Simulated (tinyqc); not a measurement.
Inside a calculation. Model: heat flow across a film from the phonon Boltzmann equation in the relaxation-time approximation. Computed by tinyqc, a small Python program that keeps every step. Command: `OMP_NUM_THREADS=1 python tinyqc.py 3013509 3013510 out.jsonl slabbte walk`. One thread of a shared host (Intel(R) Xeon(R) Processor @ 2.30GHz), about 0.01 s of CPU time with the checks. Intermediate numbers are printed to about 5 digits and carried at full precision; extremes and crossings named in words are read from the listed rows.

Two black walls, hot at x = 0 and cold at x = L, emit phonons isotropically. For one free path Lambda, with tau = x/Lambda, tau_L = L/Lambda and phi = (T - T_cold)/Delta T, energy balance gives phi(tau) = (1/2) [E2(tau) + int_0^tau_L phi(s) E1(|tau - s|) ds]; E_n are the exponential integrals. The flux over the ballistic flux C v Delta T/4 is psi = 1 - 2 int_0^tau_L phi(s) E2(s) ds, and kappa_eff/kappa = (3/4) tau_L psi. kappa = C v Lambda/3 is an input, so at fixed kappa a longer free path means a smaller C v.

Inputs (values chosen for the exercise, modelled on gallium nitride):

| quantity | value | unit |
|---|---|---|
| bulk conductivity kappa | 197 | W/(m K) |
| film thickness L | 31 | nm |
| wall temperature difference Delta T | 5.6 | K |
| free path Lambda_1 | 110 | nm |
| free path Lambda_2 | 1600 | nm |
| share f_2 of kappa | 0.22 | - |
| free path Lambda_3 | 10000 | nm |
| share f_3 of kappa | 0.16 | - |
| cells n in the small system | 6 | - |

Free-path groups: three.

## The small linear system for Lambda_1

Cut the film into n equal cells with constant phi, collocated at the centres c_i: the kernel integrates to A_ij = |E2(|c_i - e_j|) - E2(|c_i - e_(j+1)|)|/2 for cell edges e_j, and A_ii = 1 - E2(half a cell); solve (1 - A) phi = E2(c)/2; psi = 1 - 2 sum_j phi_j [E3(e_j) - E3(e_(j+1))].

optical thickness tau_L = 0.28182

1 - A, lower triangle (symmetric):
```
          1         2         3         4         5        6
1   0.90170
2  -0.06042   0.90170
3  -0.04439  -0.06042   0.90170
4  -0.03577  -0.04439  -0.06042   0.90170
5  -0.02998  -0.03577  -0.04439  -0.06042   0.90170
6  -0.02572  -0.02998  -0.03577  -0.04439  -0.06042  0.90170
```

right-hand side E2(c)/2: 0.45085  0.39043  0.34604  0.31027  0.28028  0.25457

flux weights E3(e_j) - E3(e_(j+1)): 0.042561  0.036735  0.032539  0.029169  0.026346  0.023927

## Temperature profile and flux in the small system

In short, (1 - A) phi = b and psi = 1 - 2 sum_j w_j phi_j, with b the right-hand side and w_j the flux weights; the cells divide 0 to tau_L.

phi at the cell centres: 0.60807  0.56261  0.52060  0.47940  0.43739  0.39193

psi, small system = 0.80326

## Fine solution for Lambda_1

Use 150 and 300 cells and extrapolate psi = (4 psi(300) - psi(150))/3. The jump at the hot wall is 1 - phi there (linear extrapolation from the first two of 300 cells). Two-flux (diffusion with slip) formula: psi = 1/(1 + 3 tau_L/4).

psi for Lambda_1 = 0.80304

kappa_eff/kappa for Lambda_1 = 0.16973

jump at the wall / Delta T for Lambda_1 = 0.36325

psi, two-flux formula = 0.82552

The small system misses psi by +0.03 % and the two-flux formula by +2.8 %. For Lambda_1 alone: Transport is nearly ballistic: most of Delta T drops at the two walls.

## Conductivity, flux and boundary resistance of the film

Each group is solved on its own with 150 and 300 cells, psi = (4 psi(300) - psi(150))/3, and weighted by its share of kappa (f_1 is what the others leave); exchange of energy between groups inside the film is left out. Flux J = kappa_eff Delta T/L; apparent boundary resistance per wall (L/kappa_eff - L/kappa)/2.

kappa_eff = 21.422 W/(m K)

kappa_eff/kappa = 0.10874

flux J = 3.8698 GW/m^2

apparent resistance per wall = 0.64486 m^2 K/GW

## Exact and approximate size effects

Two-flux: kappa_eff/kappa = sum f_i/(1 + 4 Lambda_i/(3 L)). Matthiessen with the thickness: sum f_i/(1 + Lambda_i/L). Ballistic limit: sum f_i 3 L/(4 Lambda_i).

Kappa_eff/kappa:

| L (nm) | Boltzmann | two-flux | Matthiessen | ballistic limit |
|---|---|---|---|---|
| 3.3 | 0.013938 | 0.014022 | 0.018564 | 0.014330 |
| 11 | 0.043839 | 0.044516 | 0.058042 | 0.047766 |
| 28 | 0.099964 | 0.10257 | 0.13003 | 0.12159 |
| 66 | 0.19351 | 0.19980 | 0.24226 | 0.28660 |
| 160 | 0.33125 | 0.34072 | 0.38993 | 0.69478 |
| 440 | 0.49918 | 0.50773 | 0.55019 | 1.910655 |
| 1100 | 0.62728 | 0.63410 | 0.66912 | 4.7766 |
| 2800 | 0.73595 | 0.74177 | 0.77156 | 12.159 |

The two-flux formula lies above the Boltzmann result by at most about 3.3 % (at L = 66 nm); the Matthiessen form is high by up to 33 %, since it misses the factor 3/4 of the ballistic limit. The thinnest film reaches 97 % of that limit, and the thickest, 25 Lambda_1, only 74 % of the bulk value: the long free paths keep the size effect alive far beyond Lambda_1. Rows below about 10 nm are near the phonon wavelength, where a particle picture fails.

Checks made by the program: symmetry phi(tau) + phi(tau_L - tau) = 1 (relative difference below 1e-10); thick-film limit psi = 1/(3 tau_L/4 + 1.0657) at tau_L = 20 (relative difference 2e-04).
